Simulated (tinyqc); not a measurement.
# Junction parameters from two forward currents

Problem. D(v) = J1 (exp(v/Vt) - 1) + J2 (exp(v/(2 Vt)) - 1). Find J1, J2 and the voltage 2 Vt ln(J2/J1) near which both parts are equal.

Parameters, values chosen for the exercise: temperature T = 398 K.

Constants: q = 1.602176634e-19 C, kB = 1.380649e-23 J/K, Vt = kB T/q. Results are converted to the units shown.

junction voltages (V): 0.3  0.66
currents (uA/um): 1.4007441e-7  2.7615606e-4

Solution. The current is linear in J1 and J2, so two points give two equations.

J1 = 1.100e-12 uA/um
J2 = 1.700e-9 uA/um
crossover = 0.5037 V

Program tinyqc, `OMP_NUM_THREADS=1 python tinyqc.py 2182101 2182102 out.jsonl`; Intel Xeon 2.30GHz, shared host, one thread, about 0.2 s.
